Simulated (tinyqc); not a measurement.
Cluster expansion of a binary alloy: correlations, fit, cross-validation and ground states: one step, computed by the program tinyqc. Command: `OMP_NUM_THREADS=1 python tinyqc.py 3000256 3000257 out.jsonl clex walk`. One thread of a shared host (Intel(R) Xeon(R) Processor @ 2.30GHz), about 0.08 s of CPU time with the checks.

s = +1 for A and -1 for B. Energy per site E = J0 + J1 P(point) + sum over clusters of m V P, with P the mean product of spins; V > 0 on a pair favours unlike neighbours. Clusters per site m: pair 1 2, pair 2 2, pair 3 2, triplet 4; the triplet is two first-neighbour bonds at a right angle. Formation energies are counted from the line between pure A and pure B, which removes J0 and J1.

Problem. Design matrix. Design matrix of formation energies: m (P - 1) for pairs and m (P(triplet) - P(point)) for the triplet; x = (1 - P(point))/2.

Lattice: square.

correlations P, counted on periodic cells:
```
                       point     pair 1     pair 2     pair 3    triplet
A                   1.000000   1.000000   1.000000   1.000000   1.000000
A3B p(2x2)          0.500000   0.000000   0.000000   1.000000  -0.500000
A3B c(4x2)          0.500000   0.000000   0.000000   0.500000  -0.500000
A2B diagonal rows   0.333333  -0.333333   0.333333  -0.333333  -0.333333
A2B rows            0.333333   0.333333  -0.333333   0.333333   0.333333
AB c(2x2)           0.000000  -1.000000   1.000000   1.000000   0.000000
AB p(2x1)           0.000000   0.000000  -1.000000   1.000000   0.000000
A2B2 rows           0.000000   0.500000   0.000000   0.000000   0.000000
AB2 diagonal rows  -0.333333  -0.333333   0.333333  -0.333333   0.333333
AB2 rows           -0.333333   0.333333  -0.333333   0.333333  -0.333333
AB3 p(2x2)         -0.500000   0.000000   0.000000   1.000000   0.500000
AB3 c(4x2)         -0.500000   0.000000   0.000000   0.500000   0.500000
B                  -1.000000   1.000000   1.000000   1.000000  -1.000000
```

Give: X.

Solution.

X:
```
                    pair 1   pair 2   pair 3  triplet
A                   0.0000   0.0000   0.0000   0.0000
A3B p(2x2)         -2.0000  -2.0000   0.0000  -4.0000
A3B c(4x2)         -2.0000  -2.0000  -1.0000  -4.0000
A2B diagonal rows  -2.6667  -1.3333  -2.6667  -2.6667
A2B rows           -1.3333  -2.6667  -1.3333   0.0000
AB c(2x2)          -4.0000   0.0000   0.0000   0.0000
AB p(2x1)          -2.0000  -4.0000   0.0000   0.0000
A2B2 rows          -1.0000  -2.0000  -2.0000   0.0000
AB2 diagonal rows  -2.6667  -1.3333  -2.6667   2.6667
AB2 rows           -1.3333  -2.6667  -1.3333   0.0000
AB3 p(2x2)         -2.0000  -2.0000   0.0000   4.0000
AB3 c(4x2)         -2.0000  -2.0000  -1.0000   4.0000
B                   0.0000   0.0000   0.0000   0.0000
```
